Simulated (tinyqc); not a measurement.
Inside a calculation. Method: geometry optimisation on the RHF/sto-3g surface (energies and gradients from PySCF), for BeH2, spin multiplicity 1. Computed by tinyqc, a small Python program that keeps every step (integrals from PySCF). Settings: charge = 0, multiplicity = 1, basis = sto-3g, optimiser = sd, first Hessian = 0.15, largest step = 0.5, iteration cap = 30. Command: `OMP_NUM_THREADS=1 python tinyqc.py 22693 22694 out.jsonl` (the two numbers bound the seeds that draw the settings). One thread of a shared host (Intel(R) Xeon(R) Processor @ 2.60GHz), about 2 s of CPU time with the checks.

positions at the start (bohr), order 1Be, 2H, 3H:
```
[[0.066140, -0.153068, -0.026456],
 [0.024566, 2.560579, 0.296687],
 [0.037795, -2.685301, 0.268341]]
```

Stop when the largest gradient component is below 3e-5 hartree/bohr.

Course of the optimisation:
```
step   E (hartree)  largest gradient (hartree/bohr)
1     -15.54971479                         5.22e-02
2     -15.54832517                         1.15e-01
3     -15.52610190                         1.90e-01
4     -15.54939994                         9.27e-02
5     -15.52633922                         1.86e-01
6     -15.54945553                         9.06e-02
7     -15.52641842                         1.86e-01
8     -15.54948078                         9.08e-02
9     -15.52645256                         1.86e-01
10    -15.54949175                         9.08e-02
11    -15.52646739                         1.86e-01
12    -15.54949651                         9.08e-02
13    -15.52647382                         1.86e-01
14    -15.54949858                         9.08e-02
15    -15.52647661                         1.86e-01
16    -15.54949947                         9.08e-02
17    -15.52647782                         1.86e-01
18    -15.54949986                         9.08e-02
19    -15.52647835                         1.86e-01
20    -15.54950003                         9.08e-02
21    -15.52647857                         1.86e-01
22    -15.54950011                         9.08e-02
23    -15.52647867                         1.86e-01
24    -15.54950014                         9.08e-02
25    -15.52647872                         1.86e-01
26    -15.54950015                         9.08e-02
27    -15.52647873                         1.86e-01
28    -15.54950016                         9.08e-02
29    -15.52647874                         1.86e-01
30    -15.54950016                         9.08e-02
```

Can the last value be used, and what does the course show?

Not by the stop rule. Not converged within 30 steps: the energy rises at some steps, so steps overshoot. Reruns: method bfgs, first Hessian 0.6, largest step 0.3: converged in 10 (E = -15.56135).
